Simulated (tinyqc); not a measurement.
# Domain walls in a thin film with perpendicular anisotropy: Bloch, Neel and chiral walls, motion and stripe domains, step by step

A worked calculation. Computed by tinyqc, a small Python program that keeps every step. Command: `OMP_NUM_THREADS=1 python tinyqc.py 3020043 3020044 out.jsonl mwall walk`. One thread of a shared host (Intel(R) Xeon(R) Processor @ 2.30GHz), about 0.01 s of CPU time with the checks. Intermediate numbers are printed to about 6 digits and carried at full precision; extremes and crossings named in words are read from the listed rows.

One-dimensional wall: polar angle theta(x), azimuth phi of the moment in the wall (phi = 0 Neel, 90 degrees Bloch). mu_0 = 1.25663706212e-6 T m/A, gamma = 1.76085963023e11 rad/(s T).

Inputs (values chosen for the exercise, for a model film):
```
quantity                      value    unit
saturation magnetisation M_s   1110    kA/m
exchange stiffness A             11    pJ/m
uniaxial anisotropy K_u        1280  kJ/m^3
DMI constant D                 0.61  mJ/m^2
thickness t                    0.98      nm
damping alpha                 0.039       -
field mu_0 H_z                  1.5      mT
```

Drive: magnetic field.

## Width and energy of the Bloch wall

K_eff = K_u - mu_0 M_s^2/2; Delta = sqrt(A/K_eff); sigma_0 = 4 sqrt(A K_eff); profile theta = 2 arctan exp(x/Delta); quality factor Q = 2 K_u/(mu_0 M_s^2).

K_eff = 505.849 kJ/m^3

width parameter Delta = 4.66322 nm

sigma_0 = 9.43554 mJ/m^2

quality factor Q = 1.65342

## Bloch or Neel

sigma(phi) = sigma_0 + 2 Delta K_D cos^2(phi) - pi D cos(phi), with the wall shape anisotropy K_D = N_x mu_0 M_s^2/2, N_x = t ln 2/(pi Delta). The minimum has cos(phi) = D/D_N for D < D_N = 4 Delta K_D/pi and phi = 0 beyond; sigma turns negative at D_c = (sigma_0 + 2 Delta K_D)/pi.

K_D = 35.8956 kJ/m^3

D_N = 0.213127 mJ/m^2

azimuth phi = 0 degrees

wall energy sigma = 7.85394 mJ/m^2

D_c = 3.10999 mJ/m^2

A pure chiral Neel wall. D is 0.20 of D_c.

## Walker breakdown

Field drive: steady motion v = gamma Delta B/alpha needs B = (alpha/2) [2 B_D sin(phi) - B_K sin(2 phi)] in size, B_K = 2 K_D/M_s, B_D = pi D/(2 M_s Delta), with phi moving from its rest value; the Walker field B_W is the largest value of |B_D sin(phi) - (B_K/2) sin(2 phi)| times alpha, reached at cos(phi) = [d - sqrt(d^2 + 8)]/4, d = B_D/B_K. Far above B_W/alpha, v = gamma Delta B alpha/(1 + alpha^2); this is used for all B above B_W.

B_K = 64.6768 mT

B_D = 185.115 mT

Walker field B_W = 7.60929 mT

velocity at B_W = 160.210 m/s

velocity at B = 31.5818 m/s

B is below B_W: steady motion. Without D, B_W would be alpha B_K/2 = 1.26 mT, so D raises it 6.0 times.

## Stripe domains

Dipolar length l = sigma/(mu_0 M_s^2); for t much smaller than the period the domain width is w = 0.955 t exp(pi l/t) (Kaplan and Gehring), given as log10 of w in nm.

dipolar length l = 5.07262 nm

log10 of the domain width in nm = 7.03343

Domains would exceed a millimetre: any device is a single domain in equilibrium.

## Raising D

The formulas are those given above.

Wall against D; the last column is the Kaplan-Gehring width, log10[0.955 t exp(pi sigma/(mu_0 M_s^2 t))/nm], with a dash where it falls below 10 Delta and the formula fails:
```
D (mJ/m^2)  phi (degrees)  sigma (mJ/m^2)  sigma/sigma_0  log10 domain width
0.043             78.3602         9.42191       0.998556             8.44333
0.110             58.9273         9.34636       0.990548             8.37540
0.170             37.0939         9.22254       0.977426             8.26406
0.620              0.0000         7.82253       0.829050             7.00518
1.200              0.0000         6.00041       0.635937             5.36674
1.900              0.0000         3.80129       0.402869             3.38932
2.500              0.0000         1.91633       0.203098             1.69438
2.800              0.0000         0.97386       0.103212                   -
```

D_N is 7 % of D_c, so a small D fixes the chirality long before it lowers the energy much. Beyond D_N sigma falls by pi per unit of D, and the domain width, which has sigma in an exponent, drops by 6.7 decades over the valid rows (values above 6 mean a single domain in any device).

Checks made by the program: sigma_0 against the integral over the profile (relative difference below 1e-10); B_W against a scan of phi (relative difference below 1e-10).
